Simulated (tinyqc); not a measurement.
Gas flow in a process chamber: flow regimes, conductance, effective pumping speed, pump-down, outgassing and purge: one step, computed by the program tinyqc. Command: `OMP_NUM_THREADS=1 python tinyqc.py 3120642 3120643 out.jsonl pump walk`. One thread of a shared host (Intel(R) Xeon(R) Processor @ 2.30GHz), about 0.07 s of CPU time with the checks.

Ideal gas, isothermal flow, a pump of constant speed at the end of a round pipe; process gas, volume gas and outgassing are given the same properties. 1 sccm = 101325 Pa x 1e-6 m^3/60 s x T/273.15 K.

Problem. Molecular flow. Mean speed c = sqrt(8 k_B T/(pi m)); aperture conductance C_a = c pi d^2/16; molecular pipe C_m = C_a/(1 + 3 l/(4 d)) (Dushman form); viscous pipe C_v = pi d^4 p_mean/(128 eta l); Knudsen interpolation C = C_v + C_m (1 + x)/(1 + 1.24 x), x = d p_mean sqrt(m/(k_B T))/eta. Effective speed 1/S_eff = 1/S + 1/C_m; time constant V/S_eff; pressure at which the free path k_B T/(sqrt2 pi d_m^2 p) equals d.

Inputs (values chosen for the exercise, modelled on oxygen near room temperature):

| quantity | value | unit |
|---|---|---|
| molar mass M | 32 | g/mol |
| molecular diameter | 0.36 | nm |
| temperature T | 350 | K |
| chamber volume V | 11 | L |
| pipe diameter d | 6.3 | cm |
| pipe length l | 25 | cm |
| pump speed S | 67 | L/s |

Constants: k_B = 1.380649e-23 J/K; u = 1.6605390666e-27 kg.

Give: mean speed c; C_a; C_m; S_eff in molecular flow; time constant; pressure where the free path equals d.

Solution.

mean speed c = 481.2 m/s

C_a = 375.0 L/s

C_m = 94.32 L/s

S_eff in molecular flow = 39.17 L/s

time constant = 0.2808 s

pressure where the free path equals d = 0.1332 Pa

The pipe passes on 58 % of the pump speed.
